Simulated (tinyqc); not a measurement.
Worked calculation: CCSD on RHF in the sto-6g basis, frozen core, for BeH2, spin multiplicity 1. One step of it, computed by the program tinyqc.

Problem. Integrals over molecular orbitals. (pq|rs) = sum C_ip C_jq C_kr C_ls (ij|kl), one index at a time.

coefficients C:
```
,MO1,MO2,MO3,MO4,MO5,MO6,MO7
1Be 1s,0.994561,-0.224202,0.000000,0.037935,0.000000,-0.185528,0.000000
1Be 2s,0.021378,0.523858,0.000000,-0.188823,0.000000,1.321951,0.000000
1Be 2px,0.000000,0.000000,0.000000,0.000000,1.000000,0.000000,0.000000
1Be 2py,0.000000,0.000000,0.504840,0.000000,0.000000,0.000000,1.592139
1Be 2pz,-0.000161,0.026052,0.000000,0.982745,0.000000,0.215492,0.000000
2H 1s,-0.001090,0.401202,0.399692,0.069655,0.000000,-0.874824,-1.148756
3H 1s,-0.001090,0.401202,-0.399692,0.069655,0.000000,-0.874824,1.148756
```

core Hamiltonian H = T + V (hartree), lower triangle:
```
,1Be 1s,1Be 2s,1Be 2px,1Be 2py,1Be 2pz,2H 1s,3H 1s
1Be 1s,-8.805797
1Be 2s,-2.077097,-2.864027
1Be 2px,0.000000,0.000000,-2.337325
1Be 2py,0.000000,0.000000,0.000000,-2.590744
1Be 2pz,-0.004771,-0.034340,0.000000,0.000000,-2.340228
2H 1s,-0.755479,-1.474513,0.000000,-1.442392,-0.159292,-2.385843
3H 1s,-0.755479,-1.474513,0.000000,1.442392,-0.159292,-0.210863,-2.385843
```

Two-electron integrals (ij|kl) in chemists' order, unique and non-zero (hartree):
```
i,j,k,l,(ij|kl)
1,1,1,1,2.299996
2,1,1,1,0.361879
2,1,2,1,0.071926
2,2,1,1,0.570332
2,2,2,1,0.139654
2,2,2,2,0.417773
3,1,3,1,0.015252
3,2,3,1,0.022555
3,2,3,2,0.092340
3,3,1,1,0.570332
3,3,2,1,0.139654
3,3,2,2,0.417773
3,3,3,3,0.450117
4,1,4,1,0.015252
4,2,4,1,0.022555
4,2,4,2,0.092340
4,3,4,3,0.024258
4,4,1,1,0.570332
4,4,2,1,0.139654
4,4,2,2,0.417773
4,4,3,3,0.401601
4,4,4,4,0.450117
5,1,5,1,0.015252
5,2,5,1,0.022555
5,2,5,2,0.092340
5,3,5,3,0.024258
5,4,5,4,0.024258
5,5,1,1,0.570332
5,5,2,1,0.139654
5,5,2,2,0.417773
5,5,3,3,0.401601
5,5,4,4,0.401601
5,5,5,5,0.450117
6,1,1,1,0.135403
6,1,2,1,0.026042
6,1,2,2,0.050032
6,1,3,3,0.049627
6,1,4,1,0.002542
6,1,4,2,0.004812
6,1,4,4,0.050829
6,1,5,1,0.000272
6,1,5,2,0.000515
6,1,5,4,0.000129
6,1,5,5,0.049641
6,1,6,1,0.009966
6,2,1,1,0.259763
6,2,2,1,0.064230
6,2,2,2,0.202080
6,2,3,3,0.195250
6,2,4,1,0.008924
6,2,4,2,0.047832
6,2,4,4,0.215506
6,2,5,1,0.000955
6,2,5,2,0.005119
6,2,5,4,0.002168
6,2,5,5,0.195482
6,2,6,1,0.025385
6,2,6,2,0.134137
6,3,3,1,0.006973
6,3,3,2,0.029683
6,3,4,3,0.008841
6,3,5,3,0.000946
6,3,6,3,0.014201
6,4,1,1,0.257028
6,4,2,1,0.064498
6,4,2,2,0.212477
6,4,3,3,0.200139
6,4,4,1,0.014716
6,4,4,2,0.075312
6,4,4,4,0.236935
6,4,5,1,0.000829
6,4,5,2,0.004884
6,4,5,4,0.002992
6,4,5,5,0.200358
6,4,6,1,0.027026
6,4,6,2,0.161920
6,4,6,4,0.204936
6,5,1,1,0.027509
6,5,2,1,0.006903
6,5,2,2,0.022741
6,5,3,3,0.021420
6,5,4,1,0.000829
6,5,4,2,0.004884
6,5,4,4,0.023466
6,5,5,1,0.007061
6,5,5,2,0.030205
6,5,5,4,0.009060
6,5,5,5,0.023336
6,5,6,1,0.002892
6,5,6,2,0.017330
6,5,6,4,0.020414
6,5,6,5,0.016386
6,6,1,1,0.423680
6,6,2,1,0.106981
6,6,2,2,0.369794
6,6,3,3,0.343477
6,6,4,1,0.019524
6,6,4,2,0.126415
6,6,4,4,0.421533
6,6,5,1,0.002090
6,6,5,2,0.013530
6,6,5,4,0.008354
6,6,5,5,0.344371
6,6,6,1,0.044202
6,6,6,2,0.298532
6,6,6,4,0.385802
6,6,6,5,0.041291
6,6,6,6,0.774999
7,1,1,1,0.135403
7,1,2,1,0.026042
7,1,2,2,0.050032
7,1,3,3,0.049627
7,1,4,1,-0.002542
7,1,4,2,-0.004812
7,1,4,4,0.050829
7,1,5,1,0.000272
7,1,5,2,0.000515
7,1,5,4,-0.000129
7,1,5,5,0.049641
7,1,6,1,0.009054
7,1,6,2,0.021231
7,1,6,4,0.020247
7,1,6,5,0.002423
7,1,6,6,0.034500
7,1,7,1,0.009966
7,2,1,1,0.259763
7,2,2,1,0.064230
7,2,2,2,0.202080
7,2,3,3,0.195250
7,2,4,1,-0.008924
7,2,4,2,-0.047832
7,2,4,4,0.215506
7,2,5,1,0.000955
7,2,5,2,0.005119
7,2,5,4,-0.002168
7,2,5,5,0.195482
7,2,6,1,0.021231
7,2,6,2,0.077529
7,2,6,4,0.072339
7,2,6,5,0.009836
7,2,6,6,0.130123
7,2,7,1,0.025385
7,2,7,2,0.134137
7,3,3,1,0.006973
7,3,3,2,0.029683
7,3,4,3,-0.008841
7,3,5,3,0.000946
7,3,6,3,0.006915
7,3,7,3,0.014201
7,4,1,1,-0.257028
7,4,2,1,-0.064498
7,4,2,2,-0.212477
7,4,3,3,-0.200139
7,4,4,1,0.014716
7,4,4,2,0.075312
7,4,4,4,-0.236935
7,4,5,1,-0.000829
7,4,5,2,-0.004884
7,4,5,4,0.002992
7,4,5,5,-0.200358
7,4,6,1,-0.020247
7,4,6,2,-0.072339
7,4,6,4,-0.062674
7,4,6,5,-0.009011
7,4,6,6,-0.116902
7,4,7,1,-0.027026
7,4,7,2,-0.161920
7,4,7,4,0.204936
7,5,1,1,0.027509
7,5,2,1,0.006903
7,5,2,2,0.022741
7,5,3,3,0.021420
7,5,4,1,-0.000829
7,5,4,2,-0.004884
7,5,4,4,0.023466
7,5,5,1,0.007061
7,5,5,2,0.030205
7,5,5,4,-0.009060
7,5,5,5,0.023336
7,5,6,1,0.002423
7,5,6,2,0.009836
7,5,6,4,0.009011
7,5,6,5,0.008133
7,5,6,6,0.017018
7,5,7,1,0.002892
7,5,7,2,0.017330
7,5,7,4,-0.020414
7,5,7,5,0.016386
7,6,1,1,0.035783
7,6,2,1,0.008592
7,6,2,2,0.024808
7,6,3,3,0.024346
7,6,4,4,0.025663
7,6,5,1,0.000236
7,6,5,2,0.001051
7,6,5,5,0.024415
7,6,6,1,0.003105
7,6,6,2,0.012433
7,6,6,4,0.013343
7,6,6,5,0.001739
7,6,6,6,0.023668
7,6,7,1,0.003105
7,6,7,2,0.012433
7,6,7,4,-0.013343
7,6,7,5,0.001739
7,6,7,6,0.001516
7,7,1,1,0.423680
7,7,2,1,0.106981
7,7,2,2,0.369794
7,7,3,3,0.343477
7,7,4,1,-0.019524
7,7,4,2,-0.126415
7,7,4,4,0.421533
7,7,5,1,0.002090
7,7,5,2,0.013530
7,7,5,4,-0.008354
7,7,5,5,0.344371
7,7,6,1,0.034500
7,7,6,2,0.130123
7,7,6,4,0.116902
7,7,6,5,0.017018
7,7,6,6,0.216021
7,7,7,1,0.044202
7,7,7,2,0.298532
7,7,7,4,-0.385802
7,7,7,5,0.041291
7,7,7,6,0.023668
7,7,7,7,0.774999
```

Give: one-electron integrals over orbitals h = C^T H C; Two-electron integrals over orbitals.

Solution.

one-electron integrals over orbitals h = C^T H C (hartree), lower triangle:
```
,1,2,3,4,5,6,7
1,-8.7965
2,0.2345,-2.5536
3,0.0000,0.0000,-2.5194
4,-0.0462,-0.0023,0.0000,-2.3320
5,0.0000,0.0000,0.0000,0.0000,-2.3373
6,0.1890,-0.1441,0.0000,-0.0415,0.0000,-1.9412
7,0.0000,0.0000,-0.2479,0.0000,0.0000,0.0000,-1.7553
```

Two-electron integrals over orbitals (pq|rs), unique and non-zero (hartree); the lowest 1 orbital is frozen and left out:
```
p,q,r,s,(pq|rs)
2,2,2,2,0.4116
3,2,3,2,0.1668
3,3,2,2,0.4246
3,3,3,3,0.4470
4,2,2,2,0.0112
4,2,3,3,0.0095
4,2,4,2,0.0497
4,3,3,2,0.0086
4,3,4,3,0.0164
4,4,2,2,0.3741
4,4,3,3,0.3649
4,4,4,2,-0.0197
4,4,4,4,0.4538
5,2,5,2,0.0501
5,3,5,3,0.0156
5,4,5,2,-0.0076
5,4,5,4,0.0254
5,5,2,2,0.3764
5,5,3,3,0.3659
5,5,4,2,-0.0051
5,5,4,4,0.4013
5,5,5,5,0.4501
6,2,2,2,-0.0289
6,2,3,3,-0.0510
6,2,4,2,-0.0015
6,2,4,4,0.0418
6,2,5,5,0.0451
6,2,6,2,0.0763
6,3,3,2,-0.0960
6,3,4,3,-0.0070
6,3,6,3,0.0817
6,4,2,2,0.0047
6,4,3,3,-0.0008
6,4,4,2,0.0430
6,4,4,4,-0.0067
6,4,5,5,0.0035
6,4,6,2,0.0153
6,4,6,4,0.0467
6,5,5,2,0.0471
6,5,5,4,-0.0056
6,5,6,5,0.0508
6,6,2,2,0.4104
6,6,3,3,0.4193
6,6,4,2,0.0223
6,6,4,4,0.3701
6,6,5,5,0.3757
6,6,6,2,-0.0344
6,6,6,4,0.0144
6,6,6,6,0.4280
7,2,3,2,-0.0487
7,2,4,3,-0.0099
7,2,6,3,0.0610
7,2,7,2,0.0576
7,3,2,2,-0.0124
7,3,3,3,-0.0258
7,3,4,2,-0.0148
7,3,4,4,0.0532
7,3,5,5,0.0523
7,3,6,2,0.0697
7,3,6,4,0.0036
7,3,6,6,-0.0315
7,3,7,3,0.0810
7,4,3,2,-0.0252
7,4,4,3,0.0128
7,4,6,3,0.0140
7,4,7,2,0.0032
7,4,7,4,0.0206
7,5,5,3,0.0138
7,5,7,5,0.0160
7,6,3,2,0.1419
7,6,4,3,0.0100
7,6,6,3,-0.0954
7,6,7,2,-0.0605
7,6,7,4,-0.0213
7,6,7,6,0.1386
7,7,2,2,0.4409
7,7,3,3,0.4605
7,7,4,2,0.0014
7,7,4,4,0.3980
7,7,5,5,0.3961
7,7,6,2,-0.0459
7,7,6,4,-0.0073
7,7,6,6,0.4469
7,7,7,3,-0.0206
7,7,7,7,0.5041
```
